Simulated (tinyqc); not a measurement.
Both approximations at x = 1/2: order-disorder in a binary alloy on two sublattices: Bragg-Williams and pair (quasi-chemical) approximations. Computed by tinyqc, a small Python program. Command: `OMP_NUM_THREADS=1 python tinyqc.py 3008757 3008758 out.jsonl order walk`. One thread of a shared host (Intel(R) Xeon(R) Processor @ 2.30GHz), about 0.01 s of CPU time with the checks.

All z = 8 neighbours of a site lie on the other sublattice. B fills the sublattices with x + eta/2 and x - eta/2; energies are per site, from the pure components: u = -z w y with y the probability of an A-B bond taken in one order.

Inputs (values chosen for the exercise, for a model alloy): ordering energy w = (e_AA + e_BB)/2 - e_AB = 34.4 meV; fraction x of B = 0.5.

Lattice: bcc (B2 order, z = 8).

Constants: k_B = 8.617333262e-05 eV/K.

Method. Bragg-Williams: k_B T_c = 2 z w x (1 - x). Pair approximation at x = 1/2: k_B T_c = w/ln(z/(z - 2)). At x = 1/2 the alloy is an Ising model with K = w/(2 k_B T). Bragg-Williams: eta = tanh(z K eta), neighbour correlation -eta^2. Pair: h = (z - 1) artanh(tanh K tanh h), eta = tanh(z h/(z - 1)), correlation -(tanh K + tanh^2 h)/(1 + tanh K tanh^2 h). T is given in units of the Bragg-Williams T_c at x = 1/2, z w/(2 k_B).

T_c, pair approximation at x = 1/2 = 1387.63 K

Order and neighbour correlation:
```
T/T_c   T (K)  eta, Bragg-Williams  correlation, Bragg-Williams  eta, pair  correlation, pair
0.30    479.0              0.99741                     -0.99483    0.99734           -0.99472
0.45    718.6              0.97398                     -0.94863    0.97096           -0.94434
0.55    878.2              0.93553                     -0.87521    0.92253           -0.85847
0.65   1037.9              0.87207                     -0.76050    0.83171           -0.71522
0.75   1197.6              0.77552                     -0.60143    0.66642           -0.50270
0.85   1357.3              0.62950                     -0.39627    0.28927           -0.20895
0.95   1516.9              0.37949                     -0.14401    0.00000           -0.13082
1.10   1756.5              0.00000                      0.00000    0.00000           -0.11315
1.50   2395.2              0.00000                      0.00000    0.00000           -0.08314
```

The pair approximation loses long-range order between T/T_c = 0.85 and 0.95, at 1388 K, and keeps a correlation of -0.083 in the last row. At its own T_c the correlation is -1/(z - 1) = -0.143, so the fewer the neighbours, the more of the ordering energy is released above T_c.
